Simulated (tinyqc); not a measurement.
Surface photovoltage measurement of the minority-carrier diffusion length in a wafer. Changing the back recombination velocity S_b. Computed by tinyqc, a small Python program. Command: `OMP_NUM_THREADS=1 python tinyqc.py 3130220 3130221 out.jsonl spv sweep`. One thread of a shared host (Intel(R) Xeon(R) Processor @ 2.30GHz), about 0.02 s of CPU time with the checks.

Low injection, steady light, a depletion layer much thinner than 1/alpha and L. The excess density dn is taken at the front edge of the neutral region; light that reaches the back is lost.

Inputs (values chosen for the exercise, modelled on p-type silicon at room temperature): diffusion length L = 670 micrometre; wafer thickness W = 625 micrometre; diffusivity D = 30.1 cm^2/s; front recombination velocity S_f = 43000 cm/s; photon flux entering = 1.1e+11 1/(cm^2 s); minority density at the surface barrier scale n_0 = 3e+09 1/cm^3; temperature T = 298 K; wavelength = 807 nm; relative noise of each reading = 1 %; diffusion length after pair splitting over L = 0.57; iron factor C = 1.05e+16 micrometre^2/cm^3.

normal deviates g for the noise: [-0.67, -1.74, -0.14, -1.27, -0.18, -0.95, 0.10]

Constants: k_B = 8.617333262e-05 eV/K.

Method:
- alpha = (84.732/lambda - 76.417)^2 per cm with lambda in micrometre (an empirical fit for silicon between 0.7 and 1.05 micrometre).
- Thick wafer: dn = Phi L/((S_f + D/L)(L + 1/alpha)). Finite wafer, with s = S_b L/D, w = W/L, a = alpha L: dn = [Phi a/(a^2 - 1)] [a - B - exp(-alpha W)(a - s)/(cosh w + s sinh w)]/(S_f + B D/L), B = (sinh w + s cosh w)/(cosh w + s sinh w).
- Photovoltage V = (k_B T/e) ln(1 + dn/n_0). Lifetime = L^2/D.
- Readings y = (Phi/dn) (1 + noise x g) at 780, 830, 880, 920, 950, 975 and 995 nm; a least-squares line y = c (1/alpha + L_app) gives L_app = intercept/slope.
- Splitting iron-boron pairs in boron-doped silicon shortens L; with nothing else changing, [Fe] = C (1/L_after^2 - 1/L^2). It is evaluated with the true lengths and with the apparent ones (without noise), which differ when the wafer is not thick against L.

One run for each value; columns: (1) back recombination velocity S_b (cm/s); (2) apparent length L_app (micrometre); (3) B; (4) dn, finite wafer (1/cm^3); (5) bias, apparent over true less 1 (rounded to 0.001) (%):
```
(1)         (2)    (3)        (4)      (5)
1.00e+00  938.0  0.733  2.506e+06   -9.161
1.00e+01  922.8  0.742  2.505e+06   -9.157
1.00e+02  807.6  0.821  2.499e+06   -9.396
1.00e+03  527.8  1.125  2.477e+06  -14.623
1.00e+04  417.0  1.330  2.463e+06  -20.465
1.00e+05  402.5  1.362  2.460e+06  -21.313
1.00e+06  401.0  1.366  2.460e+06  -21.398
1.00e+07  400.9  1.366  2.460e+06  -21.406
```

Describe the trends.

Over the rows, apparent length L_app (micrometre) falls from 938 to 401 (exponent d ln y / d ln x -0.0071 between the first rows and -1.6e-4 between the last); B rises from 0.733 to 1.37 (exponent d ln y / d ln x 0.0054 between the first rows and 1.1e-4 between the last); dn, finite wafer (1/cm^3) falls from 2.506e6 to 2.460e6.

Extremes, crossings and ranges named in words are read from the listed rows.
